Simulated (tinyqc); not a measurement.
Square-lattice Ising model by mean field, Bethe lattice, transfer matrix, exact enumeration and Monte Carlo steps: one step, computed by the program tinyqc. Command: `OMP_NUM_THREADS=1 python tinyqc.py 3012434 3012435 out.jsonl ising walk`. One thread of a shared host (Intel(R) Xeon(R) Processor @ 2.30GHz), about 0.07 s of CPU time with the checks.

H = -J sum over nearest pairs s_i s_j, s = +-1, no field, periodic boundaries; energies per site are in J. As a lattice gas or an alloy, s marks which species holds the site.

Question. Three theories of the infinite lattice. K = J/(k_B T). Mean field: m = tanh(4 K m), u = -2 m^2. Bethe: cavity field h = 3 artanh(tanh K tanh h), m = tanh(4h/3), u = -2 (tanh K + tanh^2 h)/(1 + tanh K tanh^2 h). Exact: m = [1 - sinh(2K)^(-4)]^(1/8) below T_c; u = -coth(2K) [1 + (2/pi)(2 tanh^2(2K) - 1) K1(k)], k = 2 sinh(2K)/cosh^2(2K), K1 the complete elliptic integral of the first kind. The largest root is taken.

Inputs (values chosen for the exercise, for a model lattice): temperature T = 363 K.

K = 0.2365659

Give: m, mean field; u, mean field; cavity field h; m, Bethe; u, Bethe; m, exact; u, exact.

Answer.

m, mean field = 0

u, mean field = 0

cavity field h = 0

m, Bethe = 0

u, Bethe = -0.4645

m, exact = 0

u, exact = -0.5211

Against the exact energy mean field misses by +0.521 J and Bethe by +0.057 J. Mean field has no short-range order, so its energy is zero above its T_c.
